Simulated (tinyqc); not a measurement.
Anisotropic wet etching of Si(100): plane rates, V-grooves, membranes and undercut: one step, computed by the program tinyqc.

A long slot opens the mask on a (100) wafer. The floor etches at R100; (111) walls stand at theta = arctan(sqrt2) = 54.7356 degrees to the surface and recede at R111 along their normal.

Task: Designing a membrane from the back side. Etch depth d - membrane, time = depth/R100; for a membrane as wide as w the opening must be w + sqrt2 depth - 2 u time; oxide mask consumed R_ox x time; a 1 K error changes the depth by the fraction E/(k_B T^2); a convex mask corner, such as that of a mesa, would retreat by c x depth.

Inputs (values chosen for the exercise, close to those used for tetramethylammonium hydroxide solutions): activation energy of (100), E = 0.625 eV; corner undercut rate over (100) rate, c = 2.1; bath temperature T = 80 C; width w (mask opening along <110>, or membrane width in the design step) = 160 um; wafer thickness d = 380 um; membrane thickness wanted = 47 um.

R100 = 0.6020604 um/min

lateral rate u = 0.05792322 um/min

R_ox = 2.508585e-04 um/min

Constants: k_B = 8.617333262e-05 eV/K.

Give: time to reach the membrane; opening needed; oxide consumed; depth error per kelvin; retreat of a convex corner.

Result:

time to reach the membrane = 553.10 min

opening needed = 566.86 um

oxide consumed = 138.75 nm

depth error per kelvin = 19.366 um

retreat of a convex corner = 699.3 um

The error per kelvin is 41 % of the membrane, so a timed etch cannot hold it and an etch stop is needed. A corner retreat larger than the depth shows why mesas need compensation structures. Caution: the remaining silicon is too narrow for its thickness to act as a membrane. Caution: rates also depend on concentration, doping, additives and stirring, all held fixed here.
